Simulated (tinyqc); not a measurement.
Towards Landau levels: square lattice in a magnetic field (Harper-Hofstadter model).

Landau gauge, lattice period 1: the magnetic cell has q sites j = 0 to q - 1 along x. H_jj = -2 ty cos(ky + 2 pi p j/q), H_(j,j+1) = -tx, and the bond from q - 1 back to 0 is H_(q-1,0) = -tx exp(i q kx). The levels depend on k only through cos(q kx) and cos(q ky), so the band edges lie at (0, 0) and (pi/q, pi/q).

Values chosen for the exercise (out of a larger set: a lateral superlattice; not measured data): tx = 1.1 meV (hopping along x); ty = 1.2 meV (hopping along y).

Flux 1/Q. Near the bottom of the band the mass gives hbar wc = 4 pi sqrt(tx ty)/Q and E_0 = -2 (tx + ty) + hbar wc/2. For each Q, p = 1 and q = Q.

Lowest band (meV):

| Q | centre | width | E_0 | spacing to band 2 | hbar wc |
|---|---|---|---|---|---|
| 3 | -2.7228 | 0.846 | -2.1937 | 2.7228 | 4.8126 |
| 4 | -3.1307 | 0.250 | -2.7953 | 2.5049 | 3.6094 |
| 5 | -3.3759 | 0.0754 | -3.1562 | 2.0777 | 2.8875 |
| 6 | -3.5501 | 0.0227 | -3.3969 | 1.8173 | 2.4063 |
| 8 | -3.7842 | 0.00207 | -3.6976 | 1.4671 | 1.8047 |
| 12 | -4.0371 | 1.80e-05 | -3.9984 | 1.0513 | 1.2031 |
| 20 | -4.2531 | 1.59e-09 | -4.2391 | 0.6665 | 0.7219 |

The width falls from 0.846 to 1.6e-09 meV, by a factor 3.21 for each unit of Q at the end, so the band turns into a flat level. Its centre lies -0.529 meV from E_0 at Q = 3 and -0.014 meV at Q = 20; the spacing reaches 92 % of hbar wc, the shortfall coming from the non-parabolic band.

Computed by tinyqc, a small Python program: `OMP_NUM_THREADS=1 python tinyqc.py 1250818 1250819 out.jsonl` (the numbers bound the seed that draws the inputs); one thread of a shared host (Intel(R) Xeon(R) Processor @ 2.30GHz), about 0.02 s for the whole set of steps.
